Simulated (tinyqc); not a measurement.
What moves the results: heterojunction of two tight-binding chains. A value that a table varies takes the place of the one given here.

Left chain: hopping -t1, sites at 2 t1 (band bottom 0). Right chain: hopping -t2, sites at dE + 2 t2 (bottom dE). t = c/(m a^2), c = hbar^2/2m0. The bond across the interface is -tc with tc = f sqrt(t1 t2), and the last left site has the extra energy U. In a chain E = bottom + 2t (1 - cos(ka)); the surface Green function of a half chain is g = -exp(ika)/t, with Im k > 0 where cos(ka) > 1.

Constants: hbar^2/2m0 = 3.80998211 eV angstrom^2.

Parameters, chosen for this exercise (masses and offset of the size met at InAs / GaSb; not measured data):
- a = 5 angstrom (site spacing)
- m1 = 0.027 m0 (mass on the left)
- m2 = 0.037 m0 (mass on the right)
- dE = 0.85 eV (band offset)
- f = 1 (factor on the interface hopping)
- U = 0 eV (extra energy on the last left site)
- E = 0.926 eV (electron energy)

## Transmission against energy, and which matching rule a chain obeys

Chain A is the junction as given; chain B has tc = sqrt(t1 t2) and U = 0; chain C has tc = t2 and U = t2 - t1, the finite-difference form of -d/dx (c/m) d/dx. Continuum formulas T = 4 x y/(x + y)^2 with parabolic k: x, y = k/m on each side (BenDaniel-Duke) or x, y = k (slope continuous).

T:
```
E - dE (eV),E (eV),chain A,chain B,chain C,k/m matched,k matched
0.002,0.852,0.1997,0.1997,0.1500,0.1527,0.2032
0.005,0.855,0.2969,0.2969,0.2264,0.2302,0.3017
0.010,0.860,0.3922,0.3922,0.3040,0.3089,0.3981
0.020,0.870,0.5053,0.5053,0.4001,0.4061,0.5121
0.050,0.900,0.6707,0.6707,0.5510,0.5580,0.6779
0.100,0.950,0.7913,0.7913,0.6724,0.6797,0.7980
0.200,1.050,0.8900,0.8900,0.7845,0.7913,0.8952
0.400,1.250,0.9555,0.9555,0.8729,0.8786,0.9587
```

What can be read from the table?

Chain C follows the k/m rule within 0.0073 and chain B the plain k rule within 0.0072, while the two rules differ by up to 0.1199: in B the self-energy of the right side is -t1 exp(i k2 a), so only k2 enters, and in C it is -t2 exp(i k2 a), which carries 1/m2. Chain A is chain B here.

## When the interface binds a state

A state below both bands solves E - 2 t1 - U - S1(E) - S2(E) = 0 for E < 0, with S1 = -t1 z1, S2 = -(tc^2/t2) z2 and |z| < 1 the decaying root of z + 1/z = 2 - (E - bottom)/t. Decay lengths -a/ln|z|. The threshold is the U that solves the equation at E = 0. A dash: no bound state.

Interface state:
```
U (eV),E (eV),decay left (angstrom),decay right (angstrom)
-0.61,-,-,-
-1.23,-,-,-
-1.84,-,-,-
-2.25,-0.0066,145.9,11.1
-2.66,-0.0515,52.3,10.8
-3.28,-0.1738,28.5,10.1
-4.09,-0.4017,18.8,9.2
-6.14,-1.2242,10.8,7.2
```

threshold U = -2.0470 eV

How do the results move?

The step pushes the state out, so an attraction must exceed 2.0470 eV to bind; 5 of the 8 rows are bound. At U = -6.14 eV the state decays over 10.8 angstrom to the left and 7.2 to the right, where the band lies higher.

## What each parameter does

T = 4 Im(S1) Im(S2) |G|^2 with G = 1/(E - 2 t1 - U - S1 - S2), S1 = -t1 exp(i k1 a), S2 = -(tc^2/t2) exp(i k2 a). Each row changes one parameter from the base and keeps the others.

Results:
```
case,T,k1 a,k2 a
base,0.7453,0.4079,0.1359
m1 = 0.0324 m0,0.7090,0.4474,0.1359
m2 = 0.0444 m0,0.7793,0.4079,0.1489
dE = 0.8 eV,0.8368,0.4079,0.1751
f = 0.9,0.6456,0.4079,0.1359
U = 0.2 eV,0.7555,0.4079,0.1359
a = 4 angstrom,0.7478,0.3255,0.1087
```

What can be read from the table?

The largest shifts from the base row, up to three for each result and ties (the steps differ in size, so this ranks the rows, not the parameters). T: f -0.0997, dE +0.0915, m1 -0.0362. k1 a: a -0.0824, m1 +0.0396; unchanged at the printed digits by m2, dE, f and U. k2 a: dE +0.0392, a -0.0272, m2 +0.0130; unchanged at the printed digits by m1, f and U.

Computed by tinyqc, a small Python program: `OMP_NUM_THREADS=1 python tinyqc.py 1480085 1480086 out.jsonl` (the numbers bound the seed that draws the inputs); one thread of a shared host (Intel(R) Xeon(R) Processor @ 2.30GHz), about 0.01 s for the whole set of steps.
